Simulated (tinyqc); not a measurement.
## Polycrystalline film, grain-boundary barriers (Seto model): effect of the grain size

One-dimensional grains of size Lg with donors N; each boundary has Qt acceptor-like traps per area at one level Et below the band edge. Trapped electrons qt deplete a width w = qt/N (both sides together) and raise a barrier Vb = q N w^2/(8 eps0 eps_r). Current crosses the barriers by thermionic emission at small bias. Abrupt depletion, full ionisation, Boltzmann statistics.

Partly depleted grains: the density at the grain centre is n0 = N and qt = Qt/(1 + 2 (Nc/N) exp((Vb - Et)/Vt)). If that gives qt >= N Lg, the grains are fully depleted: qt = N Lg, w = Lg and n0 = 2 Nc exp((Vb - Et)/Vt)/(Qt/(N Lg) - 1). Resistivity: barriers rb = Vt exp(Vb/Vt)/(q n0 vc Lg), grain interior rg = (1 - w/Lg)/(q mg N); effective mobility 1/(q N (rb + rg)).

Inputs (values chosen for the exercise); values close to those of polycrystalline silicon: temperature T = 300 K; relative permittivity of the semiconductor eps_r = 11.7; trap density at a boundary Qt = 1.3e12 cm^-2; donor density N = 3.6e17 cm^-3; mobility inside a grain mg = 150 cm^2/(V s); collection velocity at the barrier vc = 4.6e6 cm/s; conduction-band density of states at T Nc = 2.8e19 cm^-3; trap level below the band edge Et = 0.54 eV.

Constants: q = 1.602176634e-19 C, kB = 1.380649e-23 J/K, Vt = kB T/q, eps0 = 8.8541878128e-14 F/cm where lengths are in cm. Results are converted to the units shown.

Effect of the grain size:

| Lg (nm) | w/Lg | Vb (V) | n0 (cm^-3) | resistivity (ohm cm) |
|---|---|---|---|---|
| 4 | 1.000 | 0.001114 | 6.176e9 | 1.482e7 |
| 6.5 | 1.000 | 0.002940 | 1.168e10 | 5.177e6 |
| 11 | 1.000 | 0.008421 | 2.881e10 | 1.533e6 |
| 17 | 1.000 | 0.02011 | 9.197e10 | 4.885e5 |
| 28 | 1.000 | 0.05456 | 1.353e12 | 7.642e4 |
| 45 | 0.8025 | 0.09075 | 3.600e17 | 0.7475 |
| 74 | 0.4880 | 0.09075 | 3.600e17 | 0.4998 |
| 120 | 0.3009 | 0.09075 | 3.600e17 | 0.3525 |

As Lg goes from 4 to 120 nm, the barrier rises from 0.00111 to 0.0908 V and the resistivity falls from 1.48e7 to 0.353 ohm cm. The grains are fully depleted in 5 of the 8 rows. For Lg = 4 to 17 nm the barrier is under 2 Vt, where the depletion and emission pictures are rough.

Program tinyqc, `OMP_NUM_THREADS=1 python tinyqc.py 2610013 2610014 out.jsonl`; Intel Xeon 2.30GHz, shared host, one thread, about 0.01 s.
